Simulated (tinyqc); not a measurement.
Random telegraph noise from one oxide trap in a small MOSFET: two steps of the calculation.

An acceptor-like trap exchanges electrons with the channel. Inversion charge Q = Cox u, u = n Vt W0(exp((Vg - VT)/(n Vt))), W0 the Lambert function, n = nf, Cox = eps0 eox/tox; linear regime Id = (W/L) mu Q Vd. Relative to threshold the surface potential rises by Vt ln(u/u0) and the oxide voltage by the rest of Vg - VT, with u0 = n Vt W0(1).

Inputs (values chosen for the exercise); values of the order met in silicon transistors:

| symbol | value | unit | meaning |
|---|---|---|---|
| T | 250 | K | temperature |
| eox | 3.9 |  | relative permittivity of the gate insulator (close to silicon dioxide) |
| tox | 4.6 | nm | insulator thickness |
| xt | 1.9 | nm | depth of the trap from the channel interface |
| E0 | 0.15 | eV | trap level above the channel Fermi level at threshold |
| s0 | 1e-17 | cm^2 | capture prefactor |
| EB | 0.35 | eV | capture barrier (lattice relaxation) |
| lt | 0.18 | nm | tunnelling decay length |
| vth | 1.7e7 | cm/s | thermal velocity |
| zi | 1.7 | nm | thickness of the inversion layer |
| VT | 0.51 | V | threshold voltage |
| nf | 1.24 |  | body factor |
| W | 270 | nm | gate width |
| L | 49 | nm | gate length |
| mu | 340 | cm^2/(V s) | mobility |
| asc | 0 | V s | scattering coefficient of the charged trap |
| Vd | 0.02 | V | drain voltage |
| Vg | 0.8 | V | gate voltage |

Constants: q = 1.602176634e-19 C, kB = 1.380649e-23 J/K, Vt = kB T/q, eps0 = 8.8541878128e-14 F/cm where lengths are in cm. Results are converted to the units shown.

Task 1. Trap level, time constants and occupancy. N = Cox u/q; dpsi = Vt ln(u/u0); E = E0 - dpsi - (xt/tox)(Vg - VT - dpsi); capture time tc = 1/[(N/zi) vth s0 exp(-xt/lt - EB/Vt)]; emission time te = tc exp(-E/Vt); occupancy te/(tc + te).

Give: u; N; dpsi; E; tc; te; occupancy.

Result 1.

u = 0.2322 V
N = 1.088e12 cm^-2
dpsi = 0.05881 V
E = -0.004300 eV
tc = 401.1 s
te = 489.7 s
occupancy = 0.5497

The trap lies 0.20 Vt below the Fermi level, so it is filled most of the time.

Task 2. Step height. A = W L; threshold step dV = q (1 - xt/tox)/(Cox A); gm/Id = 1/(u + n Vt); relative step dI/I = (gm/Id) dV + asc mu/A. Id as defined.

u = 0.23223018 V
N = 1.0880874e12 cm^-2

Wanted: electrons in the channel N A; dV; gm/Id; number part of dI/I; dI/I; Id; dI.

Result 2.

electrons in the channel N A = 144.0
dV = 0.9469 mV
gm/Id = 3.862 1/V
number part of dI/I = 0.3657 %
dI/I = 0.3657 %
Id = 6.532 uA
dI = 23.89 nA

Range of the model: VT is taken as given; short-channel effects and the uneven flow of current among few electrons are left out.

Computed by the program tinyqc: `OMP_NUM_THREADS=1 python tinyqc.py 2710055 2710056 out.jsonl`, one thread of a shared Intel Xeon 2.30GHz, about 0.01 s for the whole run.
